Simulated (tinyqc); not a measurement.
Grain-boundary trapping model (Seto) of a polycrystalline semiconductor film: one step, computed by the program tinyqc. Command: `OMP_NUM_THREADS=1 python tinyqc.py 3026406 3026407 out.jsonl poly walk`. One thread of a shared host (Intel(R) Xeon(R) Processor @ 2.30GHz), about 0.01 s of CPU time with the checks.

Grains of equal size L are joined by thin boundaries with one trap level. Trapped carriers deplete a width W on each side and raise a barrier, crossed by thermionic emission. Dopants are fully ionised, statistics are non-degenerate and mu_g does not depend on T.

Problem. Resistivity and effective mobility. Boundary: sigma_b = L e^2 n_0 exp(-e V_B/k_B T)/sqrt(2 pi m k_B T); drift through the grain, depleted parts included: rho_g = [(1 - 2W/L) + (2W/L) int_0^1 exp(y^2 s^2) ds]/(e n_0 mu_g); rho = 1/sigma_b + rho_g. Mean carrier density n_av = n_0 [(1 - 2W/L) + (2W/L) (sqrt(pi)/2) erf(y)/y], y = sqrt(e V_B/k_B T); effective mobility 1/(e n_av rho).

Inputs (values chosen for the exercise, modelled on polycrystalline SiGe): effective mass m = 0.27 m_0; grain size L = 48 nm; doping N = 2.4e+18 1/cm^3; mobility inside the grains mu_g = 190 cm^2/(V s); temperature T = 250 K.

Grain interior: resistance included.

depletion width W = 3.332667 nm

barrier V_B = 0.01786458 V

E_F = -0.03358819 eV

centre density n_0 = 2.40e+18 1/cm^3

Constants: k_B = 8.617333262e-05 eV/K; m_0 = 9.1093837015e-31 kg; k_B = 1.380649e-23 J/K; e = 1.602176634e-19 C.

Give: boundary resistivity; drift resistivity rho_g; resistivity rho; mean carrier density; effective mobility.

Solution.

boundary resistivity = 0.005660 ohm cm

drift resistivity rho_g = 0.01437 ohm cm

resistivity rho = 0.02003 ohm cm

mean carrier density = 2.327e+18 1/cm^3

effective mobility = 133.9 cm^2/(V s)

A single crystal with the same N and mu_g would have 0.0137 ohm cm, a factor 1.46 lower. Caution: E_F is within 2 k_B T of the band edge, so non-degenerate statistics fail, and tunnelling through so thin a barrier adds to the current. Caution: e V_B is below 2 k_B T, where the depletion approximation fails and the mean density does not balance the trapped charge.
